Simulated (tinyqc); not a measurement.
Oxide trap near a transistor channel: two-state multiphonon kinetics, telegraph noise and bias instability: one step, computed by the program tinyqc. Command: `OMP_NUM_THREADS=1 python tinyqc.py 3027332 3027333 out.jsonl oxidetrap walk`. One thread of a shared host (Intel(R) Xeon(R) Processor @ 2.30GHz), about 0.01 s of CPU time with the checks.

An n-channel device under positive gate bias. The trap is empty (state 1) or holds an electron (state 2); both states are parabolas of equal curvature, and the electron reservoir is taken at the Fermi level of the channel.

Task: Barriers and time constants. E_21 = E_t - e F x is the energy of state 2 over state 1; barriers E_c = (E_R + E_21)^2/(4 E_R), E_e = E_c - E_21; tau_c = exp(E_c/k_B T)/(k_0 P), tau_e = exp(E_e/k_B T)/(k_0 P), P the tunnelling factor; occupation f_2 = tau_e/(tau_c + tau_e); 1/tau_0 = 1/tau_c + 1/tau_e.

Inputs (values chosen for the exercise, with an insulator like Si3N4 on silicon):
```
quantity,value,unit
trap depth x from the interface,1.7,nm
trap level above E_F at zero field E_t,0.31,eV
relaxation energy E_R,0.91,eV
oxide field F,2.3,MV/cm
attempt rate k_0 at the interface,8e+12,1/s
temperature T,450,K
```

Parts treated: one trap.

tunnelling factor = 3.810576e-07

Constants: k_B = 8.617333262e-05 eV/K.

Give: E_21; capture barrier E_c; emission barrier E_e; capture time tau_c; emission time tau_e; occupation f_2; tau_0.

Result:

E_21 = -0.081 eV

capture barrier E_c = 0.18880 eV

emission barrier E_e = 0.26980 eV

capture time tau_c = 4.2699e-05 s

emission time tau_e = 3.4481e-04 s

occupation f_2 = 0.88981

tau_0 = 3.7994e-05 s

The two times are within a factor 30 of each other, so the trap switches between both states and shows as telegraph noise.
